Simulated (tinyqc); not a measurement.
Ways to converge the cycle: SCF convergence aids in the sto-3g basis, for BeH2, spin multiplicity 1. Computed by the program tinyqc with PySCF. Command: `OMP_NUM_THREADS=1 python tinyqc.py 112598 112599 out.jsonl`; one thread of a shared host (Intel(R) Xeon(R) Processor @ 2.60GHz), about 0.7 s.

Geometry (angstrom):
```
atom       x        y       z
Be    0.0000   0.0000  0.0000
H     0.0000   1.8520  0.0000
H     0.0000  -1.8520  0.0000
```

lowest restricted solution found by these runs and by PySCF = -15.413489 hartree

RHF with one setting changed at a time; a run stops when the energy changes by less than 1e-09 hartree and the error matrix is below 1e-5. The start is random orbitals. Damping d keeps d of the old density; a shift (hartree) raises the virtual levels; DIIS n extrapolates F over n matrices.

Largest element of the error matrix X^T (FDS - SDF) X:
```
iteration    plain  damping 0.3  damping 0.6  shift 0.4   DIIS 3   DIIS 8
1          2.3e+00      2.3e+00      2.3e+00    2.3e+00  2.3e+00  2.3e+00
2          3.1e-01      6.4e-01      1.3e+00    2.8e-01  3.1e-01  3.1e-01
3          3.0e-01      2.1e-01      7.7e-01    3.1e-01  3.0e-01  3.0e-01
4          3.0e-02      8.5e-02      4.7e-01    1.6e-01  1.3e-01  1.3e-01
5          1.6e-02      4.2e-02      2.9e-01    7.7e-02  2.7e-02  2.7e-02
6          8.2e-03      2.5e-02      1.8e-01    3.9e-02  6.8e-03  6.8e-03
8          2.2e-03      1.1e-02      7.1e-02    2.0e-02  2.1e-04  1.5e-04
10         6.1e-04      4.7e-03      2.8e-02    1.1e-02  8.0e-06  2.4e-06
14         4.5e-05      9.2e-04      1.1e-02    3.0e-03        -        -
20               -      8.0e-05      3.2e-03    4.4e-04        -        -
30               -            -      3.8e-04    1.8e-05        -        -
45               -            -      1.6e-05          -        -        -
```

How each run ends:
```
run          iterations  E (hartree)         state
plain                17    -15.41349  lowest found
damping 0.3          26    -15.41349  lowest found
damping 0.6          48    -15.41349  lowest found
shift 0.4            33    -15.41349  lowest found
DIIS 3               11    -15.41349  lowest found
DIIS 8               10    -15.41349  lowest found
```

6 of 6 runs reach the lowest restricted solution found, in 10 to 48 iterations (fastest: DIIS 8). Plain steps already contract here, so damping only slows them. DIIS 3 and DIIS 8 gain by cancelling the error over several earlier matrices, much as a quasi-Newton step does.
